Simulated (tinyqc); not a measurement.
Free and trapped electrons in a MOS channel with a dense trap tail: free and trapped charge against gate voltage.

p-type body, charge-sheet picture, full ionisation (an idealisation for deep acceptors), Boltzmann statistics for free electrons. e = Ec - EF at the surface. Acceptor-like traps of density D(E) = D0 + De exp(-E/Ew) at depth E below Ec, from 0 to Eu, hold n_t = integral of D(E)/(1 + exp((e - E)/Vt)). psi = Eg - Vt ln(Nv/Na) - e; N_dep = sqrt(2 eps0 eps_r Na (psi - Vt)/q); n_f = sqrt(N_dep^2 + 2 eps0 eps_r Vt Nc exp(-e/Vt)/q) - N_dep; Vg = Vfb + psi + q (N_dep + n_t + n_f)/Cox, Cox = eps0 eox/tox.

Free share n_f/(n_f + n_t); swing ln 10 n_f/(dn_f/dVg); field-effect mobility mf q (dn_f/dVg)/Cox, for a constant mf; oxide field q (N_dep + n_t + n_f)/(eps0 eox).

Parameters, values chosen for the exercise; band and dielectric values close to those of silicon: temperature T = 300 K; band gap Eg = 1.14 eV; relative permittivity eps_r = 11.6; conduction-band density of states at T Nc = 2.79e19 cm^-3; valence-band density of states at T Nv = 2.65e19 cm^-3; relative permittivity of the insulator eox = 3.9; insulator thickness tox = 28 nm; acceptor density Na = 1.9e17 cm^-3; flat-band voltage without trapped charge Vfb = -0.81 V; constant background density of acceptor-like traps D0 = 5.3e10 cm^-2 eV^-1; density of the tail at the conduction edge De = 4e13 cm^-2 eV^-1; decay energy of the tail Ew = 0.05 eV; depth below Ec down to which the traps reach Eu = 0.9 eV; mobility of free electrons mf = 190 cm^2/(V s).

Constants: q = 1.602176634e-19 C, kB = 1.380649e-23 J/K, Vt = kB T/q, eps0 = 8.8541878128e-14 F/cm where lengths are in cm. Results are converted to the units shown.

Result of one run:

| e (eV) | n_f (cm^-2) | n_t (cm^-2) | free share (%) | swing (mV/decade) | field-effect mobility (cm^2/(V s)) | oxide field (MV/cm) |
|---|---|---|---|---|---|---|
| 0.06778 | 2.099e11 | 7.307e11 | 22.32 | 1685 | 70.81 | 1.131 |

Which gate voltage Vg gave this result: 2, 3.3, 4.6, 5.2 or 6.5 V?

Vg = 3.3 V.

The whole series:

| Vg (V) | e (eV) | n_f (cm^-2) | n_t (cm^-2) | free share (%) | swing (mV/decade) | field-effect mobility (cm^2/(V s)) | oxide field (MV/cm) |
|---|---|---|---|---|---|---|---|
| 1.4 | 0.3963 | 8.486e5 | 2.787e10 | 0.003045 | 147.2 | 0.003276 | 0.5693 |
| 2 | 0.1822 | 2.872e9 | 1.213e11 | 2.313 | 270.1 | 6.045 | 0.7071 |
| 2.7 | 0.09759 | 7.039e10 | 4.558e11 | 13.38 | 934.5 | 42.81 | 0.9269 |
| 3.3 | 0.06778 | 2.099e11 | 7.307e11 | 22.32 | 1685 | 70.81 | 1.131 |
| 4 | 0.04607 | 4.478e11 | 9.973e11 | 30.99 | 2656 | 95.81 | 1.373 |
| 4.6 | 0.03248 | 7.019e11 | 1.184e12 | 37.23 | 3539 | 112.7 | 1.582 |
| 5.2 | 0.02145 | 9.934e11 | 1.337e12 | 42.63 | 4456 | 126.7 | 1.793 |
| 5.9 | 0.01069 | 1.372e12 | 1.480e12 | 48.12 | 5569 | 140.1 | 2.039 |
| 6.5 | 0.002754 | 1.725e12 | 1.577e12 | 52.23 | 6563 | 149.4 | 2.250 |

n_f reaches 1e11 cm^-2 at Vg = 2.86 V, against 2.17 V without traps. The free share rises from 0.00304 to 52.2 % and the field-effect mobility rises from 0.00328 to 149 cm^2/(V s), although mf = 190 is constant: in the last row 78.6 % of Cox dVg goes into free electrons. The swing in the first row is 147 mV a decade (Vt ln 10 = 59.5). For Vg = 4, 4.6, 5.2, 5.9, 6.5 EF lies less than 2 Vt below the band edge, or above it, where degeneracy and confinement, left out, matter.

tinyqc, about 0.02 s, one thread, Intel Xeon 2.30GHz (shared host): `OMP_NUM_THREADS=1 python tinyqc.py 2222077 2222078 out.jsonl`
